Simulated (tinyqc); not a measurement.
Inside a calculation. Method: G0W0 on RHF in the 6-31g basis, for H3+, spin multiplicity 1. Computed by tinyqc, a small Python program that keeps every step (integrals from PySCF). Settings: charge = 1, multiplicity = 1, basis = 6-31g, method = RHF, energy threshold = 1e-10, iteration cap = 86, orthogonalisation = symmetric, start = atomic densities, DIIS depth = 6. Command: `OMP_NUM_THREADS=1 python tinyqc.py 21229 21230 out.jsonl` (the two numbers bound the seeds that draw the settings). One thread of a shared host (Intel(R) Xeon(R) Processor @ 2.60GHz), about 0.1 s of CPU time with the checks. The early iterations of the SCF are left out here.

## One-electron integrals

Geometry (angstrom):
```
atom,x,y,z
H,0.000000,0.000000,0.000000
H,0.000000,0.000000,0.896000
H,0.000000,0.776000,0.448000
```

Basis 6-31g: exponents (1/bohr^2) and contraction coefficients of normalised primitives:
```
element,l (shell),exponent,coefficient
H,s (1),18.731137,0.033495
H,s (1),2.825394,0.234727
H,s (1),0.640122,0.813757
H,s (2),0.161278,1.000000
```

Overlap, kinetic and nuclear-attraction integrals over the contracted functions; the nuclear repulsion is the sum of Za Zb / Rab.

nuclear repulsion = 1.77175162 hartree

overlap S, lower triangle:
```
,1H 1s,1H 2s,2H 1s,2H 2s,3H 1s,3H 2s
1H 1s,1.000000
1H 2s,0.658292,1.000000
2H 1s,0.325987,0.451614,1.000000
2H 2s,0.451614,0.793593,0.658292,1.000000
3H 1s,0.325960,0.451600,0.325960,0.451600,1.000000
3H 2s,0.451600,0.793579,0.451600,0.793579,0.658292,1.000000
```

kinetic energy T (hartree), lower triangle:
```
,1H 1s,1H 2s,2H 1s,2H 2s,3H 1s,3H 2s
1H 1s,1.395678
1H 2s,0.259735,0.241917
2H 1s,0.091061,0.133147,1.395678
2H 2s,0.133147,0.162394,0.259735,0.241917
3H 1s,0.091036,0.133139,0.091036,0.133139,1.395678
3H 2s,0.133139,0.162389,0.133139,0.162389,0.259735,0.241917
```

nuclear attraction V (hartree), lower triangle:
```
,1H 1s,1H 2s,2H 1s,2H 2s,3H 1s,3H 2s
1H 1s,-2.829132
1H 2s,-1.497740,-1.616696
2H 1s,-0.897368,-1.071755,-2.829132
2H 2s,-1.071755,-1.355822,-1.497740,-1.616696
3H 1s,-0.897287,-1.071717,-0.897287,-1.071717,-2.829109
3H 2s,-1.071723,-1.355798,-1.071723,-1.355798,-1.497727,-1.616687
```

core Hamiltonian H = T + V (hartree), lower triangle:
```
,1H 1s,1H 2s,2H 1s,2H 2s,3H 1s,3H 2s
1H 1s,-1.433454
1H 2s,-1.238004,-1.374780
2H 1s,-0.806307,-0.938608,-1.433454
2H 2s,-0.938608,-1.193428,-1.238004,-1.374780
3H 1s,-0.806251,-0.938577,-0.806251,-0.938577,-1.433431
3H 2s,-0.938584,-1.193409,-0.938584,-1.193409,-1.237992,-1.374770
```

## Two-electron integrals

Functions are numbered as in S; the eight-fold symmetry (ij|kl) = (ji|kl) = (kl|ij) leaves the list below.

Two-electron integrals (ij|kl) in chemists' order, unique and non-zero (hartree):
```
i,j,k,l,(ij|kl)
1,1,1,1,1.076566
2,1,1,1,0.578470
2,1,2,1,0.329423
2,2,1,1,0.587396
2,2,2,1,0.361304
2,2,2,2,0.453150
3,1,1,1,0.275482
3,1,2,1,0.159000
3,1,2,2,0.177188
3,1,3,1,0.100332
3,2,1,1,0.280296
3,2,2,1,0.172687
3,2,2,2,0.214617
3,2,3,1,0.116382
3,2,3,2,0.153966
3,3,1,1,0.571207
3,3,2,1,0.360975
3,3,2,2,0.464790
3,3,3,1,0.275482
3,3,3,2,0.388348
3,3,3,3,1.076566
4,1,1,1,0.388348
4,1,2,1,0.222262
4,1,2,2,0.245708
4,1,3,1,0.116382
4,1,3,2,0.129661
4,1,3,3,0.280296
4,1,4,1,0.153966
4,2,1,1,0.437560
4,2,2,1,0.271248
4,2,2,2,0.346228
4,2,3,1,0.149335
4,2,3,2,0.191968
4,2,3,3,0.437560
4,2,4,1,0.191968
4,2,4,2,0.285390
4,3,1,1,0.360975
4,3,2,1,0.226925
4,3,2,2,0.293679
4,3,3,1,0.159000
4,3,3,2,0.222262
4,3,3,3,0.578470
4,3,4,1,0.172687
4,3,4,2,0.271248
4,3,4,3,0.329423
4,4,1,1,0.464790
4,4,2,1,0.293679
4,4,2,2,0.392020
4,4,3,1,0.177188
4,4,3,2,0.245708
4,4,3,3,0.587396
4,4,4,1,0.214617
4,4,4,2,0.346228
4,4,4,3,0.361304
4,4,4,4,0.453150
5,1,1,1,0.275455
5,1,2,1,0.158986
5,1,2,2,0.177172
5,1,3,1,0.085493
5,1,3,2,0.095564
5,1,3,3,0.204702
5,1,4,1,0.111552
5,1,4,2,0.140469
5,1,4,3,0.126948
5,1,4,4,0.157925
5,1,5,1,0.100315
5,2,1,1,0.280281
5,2,2,1,0.172678
5,2,2,2,0.214608
5,2,3,1,0.095568
5,2,3,2,0.118184
5,2,3,3,0.260972
5,2,4,1,0.122979
5,2,4,2,0.175878
5,2,4,3,0.162720
5,2,4,4,0.207056
5,2,5,1,0.116368
5,2,5,2,0.153957
5,3,1,1,0.204702
5,3,2,1,0.126948
5,3,2,2,0.157925
5,3,3,1,0.085493
5,3,3,2,0.111552
5,3,3,3,0.275455
5,3,4,1,0.095564
5,3,4,2,0.140469
5,3,4,3,0.158986
5,3,4,4,0.177172
5,3,5,1,0.085487
5,3,5,2,0.111549
5,3,5,3,0.100315
5,4,1,1,0.260972
5,4,2,1,0.162720
5,4,2,2,0.207056
5,4,3,1,0.095568
5,4,3,2,0.122979
5,4,3,3,0.280281
5,4,4,1,0.118184
5,4,4,2,0.175878
5,4,4,3,0.172678
5,4,4,4,0.214608
5,4,5,1,0.111549
5,4,5,2,0.151948
5,4,5,3,0.116368
5,4,5,4,0.153957
5,5,1,1,0.571188
5,5,2,1,0.360964
5,5,2,2,0.464782
5,5,3,1,0.204713
5,5,3,2,0.260978
5,5,3,3,0.571188
5,5,4,1,0.260978
5,5,4,2,0.389275
5,5,4,3,0.360964
5,5,4,4,0.464782
5,5,5,1,0.275455
5,5,5,2,0.388335
5,5,5,3,0.275455
5,5,5,4,0.388335
5,5,5,5,1.076566
6,1,1,1,0.388335
6,1,2,1,0.222255
6,1,2,2,0.245700
6,1,3,1,0.111558
6,1,3,2,0.122981
6,1,3,3,0.260977
6,1,4,1,0.151952
6,1,4,2,0.188180
6,1,4,3,0.162723
6,1,4,4,0.207059
6,1,5,1,0.116368
6,1,5,2,0.129652
6,1,5,3,0.095562
6,1,5,4,0.122976
6,1,5,5,0.280281
6,1,6,1,0.153957
6,2,1,1,0.437549
6,2,2,1,0.271242
6,2,2,2,0.346221
6,2,3,1,0.140478
6,2,3,2,0.175881
6,2,3,3,0.389273
6,2,4,1,0.188181
6,2,4,2,0.274759
6,2,4,3,0.244568
6,2,4,4,0.322032
6,2,5,1,0.149320
6,2,5,2,0.191958
6,2,5,3,0.140467
6,2,5,4,0.188176
6,2,5,5,0.437549
6,2,6,1,0.191958
6,2,6,2,0.285379
6,3,1,1,0.260977
6,3,2,1,0.162723
6,3,2,2,0.207059
6,3,3,1,0.111558
6,3,3,2,0.151952
6,3,3,3,0.388335
6,3,4,1,0.122981
6,3,4,2,0.188180
6,3,4,3,0.222255
6,3,4,4,0.245700
6,3,5,1,0.095562
6,3,5,2,0.122976
6,3,5,3,0.116368
6,3,5,4,0.129652
6,3,5,5,0.280281
6,3,6,1,0.118183
6,3,6,2,0.175876
6,3,6,3,0.153957
6,4,1,1,0.389273
6,4,2,1,0.244568
6,4,2,2,0.322032
6,4,3,1,0.140478
6,4,3,2,0.188181
6,4,3,3,0.437549
6,4,4,1,0.175881
6,4,4,2,0.274759
6,4,4,3,0.271242
6,4,4,4,0.346221
6,4,5,1,0.140467
6,4,5,2,0.188176
6,4,5,3,0.149320
6,4,5,4,0.191958
6,4,5,5,0.437549
6,4,6,1,0.175876
6,4,6,2,0.274754
6,4,6,3,0.191958
6,4,6,4,0.285379
6,5,1,1,0.360964
6,5,2,1,0.226920
6,5,2,2,0.293674
6,5,3,1,0.126955
6,5,3,2,0.162724
6,5,3,3,0.360964
6,5,4,1,0.162724
6,5,4,2,0.244570
6,5,4,3,0.226920
6,5,4,4,0.293674
6,5,5,1,0.158986
6,5,5,2,0.222255
6,5,5,3,0.158986
6,5,5,4,0.222255
6,5,5,5,0.578470
6,5,6,1,0.172678
6,5,6,2,0.271242
6,5,6,3,0.172678
6,5,6,4,0.271242
6,5,6,5,0.329423
6,6,1,1,0.464782
6,6,2,1,0.293674
6,6,2,2,0.392016
6,6,3,1,0.157936
6,6,3,2,0.207062
6,6,3,3,0.464782
6,6,4,1,0.207062
6,6,4,2,0.322035
6,6,4,3,0.293674
6,6,4,4,0.392016
6,6,5,1,0.177172
6,6,5,2,0.245700
6,6,5,3,0.177172
6,6,5,4,0.245700
6,6,5,5,0.587396
6,6,6,1,0.214608
6,6,6,2,0.346221
6,6,6,3,0.214608
6,6,6,4,0.346221
6,6,6,5,0.361304
6,6,6,6,0.453150
```

## Orthogonalisation

S = U s U^T; symmetric (Loewdin) form X = U s^(-1/2) U^T, so that X^T S X = 1.

eigenvalues of S: 0.128152  0.128162  0.489538  0.752267  0.752313  3.749567

X, lower triangle:
```
,1H 1s,1H 2s,2H 1s,2H 2s,3H 1s,3H 2s
1H 1s,1.273680
1H 2s,-0.507905,2.005770
2H 1s,-0.084968,0.035342,1.273680
2H 2s,0.035342,-0.581964,-0.507905,2.005770
3H 1s,-0.084948,0.035337,-0.084948,0.035337,1.273676
3H 2s,0.035339,-0.581906,0.035339,-0.581906,-0.507903,2.005721
```

## Iteration 5 (converged): orbitals

converged F (hartree), lower triangle:
```
,1H 1s,1H 2s,2H 1s,2H 2s,3H 1s,3H 2s
1H 1s,-0.501202
1H 2s,-0.795816,-0.761461
2H 1s,-0.666958,-0.699619,-0.501202
2H 2s,-0.699619,-0.733564,-0.795816,-0.761461
3H 1s,-0.666929,-0.699599,-0.666929,-0.699599,-0.501181
3H 2s,-0.699606,-0.733555,-0.699606,-0.733555,-0.795801,-0.761452
```

Diagonalise F' = X^T F X, C = X C', fill 1 alpha and 1 beta electrons from the bottom; D = 2 C_occ C_occ^T. Each column has its largest component positive (the first on a tie).

F' = X^T F X (hartree), lower triangle:
```
,1,2,3,4,5,6
1,0.112117
2,-0.550964,-0.016432
3,-0.327627,-0.101239,0.112117
4,-0.101239,-0.149002,-0.550964,-0.016432
5,-0.327590,-0.101241,-0.327590,-0.101241,0.112117
6,-0.101241,-0.148999,-0.101241,-0.148999,-0.550961,-0.016435
```

orbital energies (hartree): MO1 -1.190829, MO2 -0.189087, MO3 -0.189071, MO4 0.333307, MO5 0.761346, MO6 0.761385

coefficients C:
```
,MO1,MO2,MO3,MO4,MO5,MO6
1H 1s,0.318672,-0.142281,0.246423,0.606863,0.580140,-1.004886
1H 2s,0.125459,-0.730215,1.264872,-0.533174,-0.794924,1.376895
2H 1s,0.318672,-0.142281,-0.246423,0.606863,0.580140,1.004886
2H 2s,0.125459,-0.730215,-1.264872,-0.533174,-0.794924,-1.376895
3H 1s,0.318663,0.284556,0.000000,0.606843,-1.160331,0.000000
3H 2s,0.125458,1.460456,0.000000,-0.533102,1.589887,0.000000
```

D after iteration 5, lower triangle:
```
,1H 1s,1H 2s,2H 1s,2H 2s,3H 1s,3H 2s
1H 1s,0.203104
1H 2s,0.079961,0.031480
2H 1s,0.203104,0.079961,0.203104
2H 2s,0.079961,0.031480,0.079961,0.031480
3H 1s,0.203098,0.079958,0.203098,0.079958,0.203093
3H 2s,0.079960,0.031480,0.079960,0.031480,0.079958,0.031479
```

## Convergence

Stop when the energy changes by less than 1e-10 hartree and every element of the error matrix X^T (F D S - S D F) X is below 3e-06.

Course of the cycle:
```
iteration,E (hartree),change,largest element of the error matrix
1,-0.68105086,-,1.38e-01
2,-1.26933310,-5.88e-01,2.71e-02
3,-1.27192247,-2.59e-03,1.02e-03
4,-1.27192615,-3.68e-06,2.57e-06
5,-1.27192615,-2.11e-11,7.73e-07
```

PySCF RHF in the same basis = -1.27192615 hartree

Converged in 5 iterations.

## Integrals over molecular orbitals

(pq|rs) = sum C_ip C_jq C_kr C_ls (ij|kl), one index at a time.

one-electron integrals over orbitals h = C^T H C (hartree), lower triangle:
```
,1,2,3,4,5,6
1,-1.852849
2,0.000005,-1.029757
3,0.000000,0.000000,-1.029736
4,-0.136068,0.000003,0.000000,-0.525563
5,-0.000002,0.236841,0.000000,-0.000005,-0.297220
6,0.000000,0.000000,0.236841,0.000000,0.000000,-0.297203
```

Two-electron integrals over orbitals (pq|rs), unique and non-zero (hartree):
```
p,q,r,s,(pq|rs)
1,1,1,1,0.662020
2,1,1,1,-4.92e-06
2,1,2,1,0.088167
2,2,1,1,0.464419
2,2,2,1,0.037016
2,2,2,2,0.422593
3,1,3,1,0.088162
3,2,3,1,-0.037013
3,2,3,2,0.032506
3,3,1,1,0.464414
3,3,2,1,-0.037015
3,3,2,2,0.357573
3,3,3,3,0.422585
4,1,1,1,0.136068
4,1,2,1,-2.07e-06
4,1,2,2,0.052530
4,1,3,3,0.052527
4,1,4,1,0.067816
4,2,1,1,-2.55e-06
4,2,2,1,-0.012814
4,2,2,2,-0.008331
4,2,3,3,0.008330
4,2,4,1,-1.97e-06
4,2,4,2,0.035359
4,3,3,1,-0.012817
4,3,3,2,0.008331
4,3,4,3,0.035361
4,4,1,1,0.463343
4,4,2,1,-4.69e-06
4,4,2,2,0.371562
4,4,3,3,0.371562
4,4,4,1,0.060914
4,4,4,2,1.54e-07
4,4,4,4,0.375966
5,1,1,1,2.49e-06
5,1,2,1,-0.077777
5,1,2,2,-0.033612
5,1,3,3,0.033609
5,1,4,1,1.82e-06
5,1,4,2,-0.019918
5,1,4,4,2.55e-06
5,1,5,1,0.101653
5,2,1,1,-0.157309
5,2,2,1,-0.031301
5,2,2,2,-0.085696
5,2,3,3,-0.064803
5,2,4,1,-0.062740
5,2,4,2,-0.008514
5,2,4,4,-0.075161
5,2,5,1,0.041076
5,2,5,2,0.094374
5,3,3,1,0.031298
5,3,3,2,-0.010444
5,3,4,3,0.008514
5,3,5,3,0.022280
5,4,1,1,3.41e-06
5,4,2,1,-0.074434
5,4,2,2,-0.031982
5,4,3,3,0.031981
5,4,4,1,1.71e-06
5,4,4,2,0.008563
5,4,4,4,3.95e-06
5,4,5,1,0.073587
5,4,5,2,0.029406
5,4,5,4,0.076532
5,5,1,1,0.580110
5,5,2,1,0.065455
5,5,2,2,0.464079
5,5,3,3,0.392063
5,5,4,1,0.117717
5,5,4,2,0.007417
5,5,4,4,0.425039
5,5,5,1,-0.079295
5,5,5,2,-0.167577
5,5,5,4,-0.065660
5,5,5,5,0.610150
6,1,3,1,-0.077776
6,1,3,2,0.033611
6,1,4,3,-0.019916
6,1,5,3,-0.041073
6,1,6,1,0.101658
6,2,3,1,0.031302
6,2,3,2,-0.010446
6,2,4,3,0.008514
6,2,5,3,0.020955
6,2,6,1,-0.041077
6,2,6,2,0.022283
6,3,1,1,-0.157309
6,3,2,1,0.031303
6,3,2,2,-0.064804
6,3,3,3,-0.085691
6,3,4,1,-0.062740
6,3,4,2,0.008515
6,3,4,4,-0.075161
6,3,5,1,-0.041074
6,3,5,2,0.051133
6,3,5,4,-0.029407
6,3,5,5,-0.105388
6,3,6,3,0.094370
6,4,3,1,-0.074432
6,4,3,2,0.031980
6,4,4,3,0.008565
6,4,5,3,-0.029405
6,4,6,1,0.073590
6,4,6,2,-0.029408
6,4,6,4,0.076533
6,5,3,1,-0.065449
6,5,3,2,0.036001
6,5,4,3,-0.007417
6,5,5,3,-0.031088
6,5,6,1,0.079291
6,5,6,2,-0.031092
6,5,6,4,0.065656
6,5,6,5,0.070580
6,6,1,1,0.580123
6,6,2,1,-0.065457
6,6,2,2,0.392073
6,6,3,3,0.464075
6,6,4,1,0.117723
6,6,4,2,-0.007421
6,6,4,4,0.425048
6,6,5,1,0.079293
6,6,5,2,-0.105394
6,6,5,4,0.065660
6,6,5,5,0.468978
6,6,6,3,-0.167577
6,6,6,6,0.610163
```

## Screening: direct RPA

With D = e_a - e_i and K = (ia|jb): diagonalise D^(1/2) (D + 4K) D^(1/2) = Z w^2 Z^T; X + Y = D^(1/2) Z w^(-1/2), each column of Z with its largest component positive (the first on a tie); E_c = (sum w - tr (D + 2K)) / 2.

D^(1/2) (D + 4K) D^(1/2) (hartree^2), lower triangle:
```
,1>2,1>3,1>4,1>5,1>6
1>2,1.356770
1>3,0.000000,1.356790
1>4,-0.000010,0.000000,2.736431
1>5,-0.435060,0.000000,0.000013,4.604769
1>6,0.000000,-0.435064,0.000000,0.000000,4.604969
```

excitation energies w (hartree): 1.139958  1.139968  1.654216  2.159174  2.159220

X + Y:
```
,1,2,3,4,5
1>2,0.929402,0.000000,-0.000004,-0.088889,0.000000
1>3,0.000000,0.929406,0.000000,0.000000,-0.088885
1>4,0.000007,0.000000,0.959877,0.000006,0.000000
1>5,0.170776,0.000000,-0.000009,0.942726,0.000000
1>6,0.000000,0.170770,0.000000,0.000000,0.942726
```

RPA correlation energy = -0.03720048 hartree

Within a degenerate level the vectors are fixed only up to a rotation; this is one choice.

## G0W0 on Hartree-Fock: HOMO

W(p,q,m) = sqrt2 sum_ia (pq|ia) (X+Y)_ia,m; Sigma_c(x) = sum_(i,m) W^2/(x - e_i + w_m) + sum_(a,m) W^2/(x - e_a - w_m); solve x = e_p + Sigma_c(x) by Newton steps; Z = 1/(1 - dSigma/dx); 1 hartree = 27.211386 eV.

The 12 largest terms at x = e_p (hartree; W for the signs of X + Y given):
```
q,m,W,term
1,3,0.184708,0.020624
6,5,0.145308,-0.005136
5,4,0.145303,-0.005135
2,1,0.097100,-0.004402
3,2,0.097096,-0.004402
2,4,-0.114777,-0.004168
3,5,-0.114775,-0.004167
4,3,0.092058,-0.002666
5,1,-0.077677,-0.001951
6,2,-0.077677,-0.001951
1,1,-4.54e-06,1.81e-11
1,4,0.000005,1.20e-11
```

Newton steps (hartree):
```
step,x,Sigma_c(x),Z
0,-1.190829,-0.013355,0.976739
1,-1.203873,-0.013044,0.976649
2,-1.203873,-0.013044,0.976649
```

quasiparticle energy of the HOMO = -32.759048 eV

Hartree-Fock value = -32.404115 eV

## G0W0 on Hartree-Fock: LUMO

As before.

The 12 largest terms at x = e_p (hartree; W for the signs of X + Y given):
```
q,m,W,term
1,1,0.097100,0.004402
1,4,-0.114777,0.004168
2,3,0.071308,-0.003074
5,3,-0.085168,-0.002785
2,1,0.040535,-0.001441
3,2,-0.040532,-0.001441
2,4,-0.049465,-0.001133
3,5,0.049463,-0.001133
6,5,-0.058699,-0.001108
5,4,0.058697,-0.001108
6,2,0.031223,-0.000466
5,1,-0.031221,-0.000466
```

Newton steps (hartree):
```
step,x,Sigma_c(x),Z
0,-0.189087,-0.006100,0.988832
1,-0.195119,-0.006032,0.988872
2,-0.195119,-0.006032,0.988872
```

quasiparticle energy of the LUMO = -5.309460 eV

Hartree-Fock value = -5.145315 eV
